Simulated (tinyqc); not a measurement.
Thermal stress, cracking, delamination and buckling of a thin film; Griffith cracks and misfitting inclusions: one step, computed by the program tinyqc.

Isotropic linear elasticity; the substrate is much thicker than the film; stress is positive in tension.

Question. A misfitting inclusion. Film material fills a sphere of radius R in the substrate, with the misfit e = thermal strain (it wants to shrink if e > 0). Radial stress at the wall s0 = e/[(1 - 2 nu)/E + (1 + nu_s)/(2 E_s)]; inside it is uniform and hydrostatic; outside s_rr = s0 (R/r)^3, s_tt = -s_rr/2. Keep-out radius: where |s_rr| falls to 10 MPa (R if it is lower at the wall).

Inputs (values chosen for the exercise, modelled on a porous low-k oxide on silicon):

| quantity | value | unit |
|---|---|---|
| film Young's modulus E | 8.18 | GPa |
| film Poisson ratio nu | 0.26 | - |
| deposition temperature T_d | 475 | K |
| final temperature T | 300 | K |
| substrate Young's modulus E_s | 142 | GPa |
| substrate Poisson ratio nu_s | 0.21 | - |
| inclusion radius R | 1.8 | micrometre |

Inclusion: sphere.

thermal strain = 0.001575

Give: radial stress at the wall s0; mean stress inside; keep-out radius.

Answer.

radial stress at the wall s0 = 25.02 MPa

mean stress inside = 25.02 MPa

keep-out radius = 2.444 micrometre

The stress does not depend on R; its reach scales with R.
